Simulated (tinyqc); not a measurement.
MOS capacitor with interface traps: C-V stretch-out, conductance peak and subthreshold swing. From gate voltage V_G back to fixed charge N_f. Computed by tinyqc, a small Python program. Command: `OMP_NUM_THREADS=1 python tinyqc.py 3001833 3001834 out.jsonl mostraps inv`. One thread of a shared host (Intel(R) Xeon(R) Processor @ 2.30GHz), about 0.02 s of CPU time with the checks.

Energies at the interface are counted from the valence band. psi > 0 means bending towards depletion, so the surface potential is +psi. Boltzmann statistics, full ionisation, no quantum confinement. Traps are neutral when filled up to E_n, with a sharp (zero-temperature) occupation.

Inputs (values chosen for the exercise, modelled on silicon, with an insulator like Si3N4):

| quantity | value | unit |
|---|---|---|
| gap E_g | 1.14 | eV |
| electron mass m_e | 0.328 | m_0 |
| valleys M_c | 6 | - |
| hole mass m_h | 0.779 | m_0 |
| dielectric constant eps_s | 11.6 | - |
| doping N | 5.7e+17 | cm^-3 |
| insulator constant eps_ox | 7.36 | - |
| insulator thickness t_ox | 19 | nm |
| work-function difference phi_ms | -0.37 | V |
| trap density D_0 | 5.7e+10 | cm^-2 eV^-1 |
| neutrality level E_n | 0.552 | eV |
| band bending towards depletion psi | 0.72 | V |
| temperature T | 350 | K |

Substrate: p-type. Trap spectrum: flat.

Constants: m_0 = 9.1093837015e-31 kg; k_B = 1.380649e-23 J/K; h = 6.62607015e-34 J s; k_B = 8.617333262e-05 eV/K; eps_0 = 8.8541878128e-12 F/m; e = 1.602176634e-19 C.

Method:
- N_c = 2 M_c (2 pi m_e k_B T/h^2)^(3/2) and N_v = 2 (2 pi m_h k_B T/h^2)^(3/2), masses in units of m_0.
- n_i = sqrt(N_c N_v) exp(-E_g/2 k_B T); E_F = k_B T ln(N_v/N); phi_B = (k_B T/e) ln(N/n_i); L_D = sqrt(eps_s eps_0 k_B T/(e^2 N)); C_ox = eps_ox eps_0/t_ox.
- With u = psi/k_B T and r = (n_i/N)^2: F = sqrt(exp(-u) + u - 1 + r (exp(u) - u - 1)); Q_s = -sign(u) sqrt(2) eps_s eps_0 (k_B T/e) F/L_D; C_s = (eps_s eps_0/(sqrt(2) L_D)) |1 - exp(-u) + r (exp(u) - 1)|/F; at high frequency, below strong inversion, the terms in r are dropped.
- D(E) = D_0.
- E_F at the interface is E_s = E_F + psi; Q_it = -e int from E_n to E_s of D(E) dE; C_it = e D(E_s) (per volt); V_G = phi_ms + psi - (Q_s + Q_it + e N_f)/C_ox.

Task: A run gave the result below. Find the fixed charge N_f, known to lie between 4e+11 and 1.1e+12 cm^-2.

gate voltage V_G = 1.066503 V

Result:

Each step takes the trial c = (a f_b - b f_a)/(f_b - f_a), f being the result less the target and a, b, c the logarithms of the listed values; c replaces end b, the old b replaces a if the sign of f changed, and otherwise f_a is halved.

Scan of the range:

| fixed charge N_f (cm^-2) | gate voltage V_G (V) |
|---|---|
| 4.00e+11 | 1.21944 |
| 4.73e+11 | 1.18534 |
| 5.60e+11 | 1.14470 |
| 6.63e+11 | 1.09659 |
| 7.85e+11 | 1.03960 |
| 9.29e+11 | 0.97233 |
| 1.10e+12 | 0.89245 |

False position (Illinois rule, in the logarithm of the input) inside the bracket:

| step | end a | end b | trial | gate voltage V_G (V) |
|---|---|---|---|---|
| 1 | 6.63000e+11 | 7.85000e+11 | 7.24830e+11 | 1.06770 |
| 2 | 7.85000e+11 | 7.24830e+11 | 7.27303e+11 | 1.06655 |
| 3 | 7.85000e+11 | 7.27303e+11 | 7.27489e+11 | 1.06646 |
| 4 | 7.27303e+11 | 7.27489e+11 | 7.27400e+11 | 1.06650 |
| 5 | 7.27489e+11 | 7.27400e+11 | 7.27400e+11 | 1.06650 |

Gate voltage V_G falls at every point of a 13-point scan of the range (every second point is shown), so one value fits; it is bracketed by 6.63e11 and 7.85e11. The scan shows a straight line, so linear interpolation between any two rows gives the answer at once. Answer: fixed charge N_f = 7.274e11 cm^-2.
